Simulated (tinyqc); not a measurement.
UKS/BP86 in the 6-31g basis, for H2-, spin multiplicity 2, step by step. The basis has no diffuse functions, so it cannot describe the extra electron: this is an exercise in the method, not the real anion. One step of it, computed by the program tinyqc.

Task: Iteration 31 (converged): orbitals. Diagonalise F' = X^T F X, C = X C', fill 2 alpha and 1 beta electrons from the bottom; D(s) = C_occ C_occ^T. Each column has its largest component positive (the first on a tie).

converged F(alpha) (hartree):
```
,1H 1s,1H 2s,2H 1s,2H 2s
1H 1s,0.436470,-0.058220,-0.111815,-0.083525
1H 2s,-0.058220,0.128415,-0.083525,0.030534
2H 1s,-0.111815,-0.083525,0.436470,-0.058220
2H 2s,-0.083525,0.030534,-0.058220,0.128415
```

converged F(beta) (hartree):
```
,1H 1s,1H 2s,2H 1s,2H 2s
1H 1s,0.494147,-0.026070,-0.109944,-0.072467
1H 2s,-0.026070,0.165312,-0.072467,0.048074
2H 1s,-0.109944,-0.072467,0.494147,-0.026070
2H 2s,-0.072467,0.048074,-0.026070,0.165312
```

X:
```
,1H 1s,1H 2s,2H 1s,2H 2s
1H 1s,1.253010,-0.500463,-0.000797,0.023785
1H 2s,-0.500463,1.564520,0.023785,-0.556337
2H 1s,-0.000797,0.023785,1.253010,-0.500463
2H 2s,0.023785,-0.556337,-0.500463,1.564520
```

Give: F' = X^T F X; orbital energies; coefficients C; F' = X^T F X; orbital energies; coefficients C; D(alpha) after iteration 31; D(beta) after iteration 31.

Result:

F' = X^T F X (alpha) (hartree):
```
,1,2,3,4
1,0.7850,-0.4382,-0.0706,-0.0432
2,-0.4382,0.4531,-0.0432,-0.0816
3,-0.0706,-0.0432,0.7850,-0.4382
4,-0.0432,-0.0816,-0.4382,0.4531
```

orbital energies (alpha) (hartree): MO1 0.0320, MO2 0.2688, MO3 1.0539, MO4 1.1214

coefficients C (alpha):
```
,MO1,MO2,MO3,MO4
1H 1s,0.2350,0.1876,0.9178,-0.9425
1H 2s,0.3883,1.0371,-0.6864,1.1450
2H 1s,0.2350,-0.1876,0.9178,0.9425
2H 2s,0.3883,-1.0371,-0.6864,-1.1450
```

F' = X^T F X (beta) (hartree):
```
,1,2,3,4
1,0.8447,-0.4350,-0.0762,-0.0437
2,-0.4350,0.4945,-0.0437,-0.0956
3,-0.0762,-0.0437,0.8447,-0.4350
4,-0.0437,-0.0956,-0.4350,0.4945
```

orbital energies (beta) (hartree): MO1 0.0706, MO2 0.3307, MO3 1.0968, MO4 1.1803

coefficients C (beta):
```
,MO1,MO2,MO3,MO4
1H 1s,0.2228,0.1810,0.9209,-0.9438
1H 2s,0.3973,1.0450,-0.6812,1.1377
2H 1s,0.2228,-0.1810,0.9209,0.9438
2H 2s,0.3973,-1.0450,-0.6812,-1.1377
```

D(alpha) after iteration 31:
```
,1H 1s,1H 2s,2H 1s,2H 2s
1H 1s,0.0904,0.2857,0.0200,-0.1033
1H 2s,0.2857,1.2262,-0.1033,-0.9247
2H 1s,0.0200,-0.1033,0.0904,0.2857
2H 2s,-0.1033,-0.9247,0.2857,1.2262
```

D(beta) after iteration 31:
```
,1H 1s,1H 2s,2H 1s,2H 2s
1H 1s,0.0497,0.0885,0.0497,0.0885
1H 2s,0.0885,0.1578,0.0885,0.1578
2H 1s,0.0497,0.0885,0.0497,0.0885
2H 2s,0.0885,0.1578,0.0885,0.1578
```
